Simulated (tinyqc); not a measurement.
# Worked calculation: bandgap voltage reference from two bipolar transistors

tinyqc, about 0.02 s, one thread, Intel Xeon 2.30GHz (shared host): `OMP_NUM_THREADS=1 python tinyqc.py 2062204 2062205 out.jsonl` Printed values are rounded.

Two transistors of area 1 and N carry the same current I. Is(T) = Is (T/T0)^eta exp[(Vg0 q/kB)(1/T0 - 1/T)], VBE1 = Vt ln(I/Is(T)) + I rb, VBE2 = Vt ln(I/(N Is(T))) + I rb/N. The amplifier forces I R1(T) = VBE1 - VBE2 + Vos, with R(T) = R (1 + tc (T - T0)) for both resistors, and the output is Vref = VBE1 + I R2(T). Base currents and the Early effect are neglected.

Inputs (values chosen for the exercise); values of the order met in silicon bipolar transistors: reference temperature T0 = 323 K; band-gap voltage extrapolated to 0 K Vg0 = 1.145 V; temperature exponent of the saturation current eta = 4.1; saturation current of the unit transistor at T0 Is = 1.9e-17 A; area ratio of the second transistor N = 8; resistor across which the difference of VBE falls, at T0 R1 = 6.9 kohm; temperature coefficient of both resistors tc = 0 ppm/K; offset of the amplifier Vos = 0 mV; series resistance of the unit transistor rb = 0 ohm; output resistor at T0 R2 = 56.95 kohm; temperature T = 233 K.

Constants: q = 1.602176634e-19 C, kB = 1.380649e-23 J/K. Results are converted to the units shown.

## Operating point at the reference temperature

Vt = kB T/q; I = (Vt ln N + Vos)/(R1(T) - rb (1 - 1/N)). Evaluate at T = T0.

Vt = 0.02783399 V
I = 8.388282 uA
Is(T) = 1.9e-17 A
VBE1 = 0.7463243 V
I R2 = 0.4777127 V
Vref = 1.224037 V

## Operating point at another temperature

Vt = kB T/q; I = (Vt ln N + Vos)/(R1(T) - rb (1 - 1/N)).

Vt = 0.02007839 V
I = 6.050990 uA
Is(T) = 6.256885e-25 A
VBE1 = 0.8777398 V
I R2 = 0.3446039 V
Vref = 1.222344 V

From T0 to T, VBE1 changes by 131 mV and I R2 by -133 mV, which leaves -1.69 mV in Vref.

## Resistor for zero slope at T0, ideal case

With tc = 0, Vos = 0 and rb = 0 the current is proportional to T, dVBE/dT = (VBE - Vg0 - (eta - 1) Vt)/T, and Vref has zero slope at T0 when Vref = Vg0 + (eta - 1) Vt0. Find VBE1, its slope, that Vref, R2/R1 and the curvature d2Vref/dT2 = -(eta - 1) kB/(q T0).

VBE1 = 0.7463243 V
dVBE/dT = -1.501427 mV/K
Vref = 1.231285 V
R2/R1 = 8.378856
curvature = -0.8270506 uV/K^2
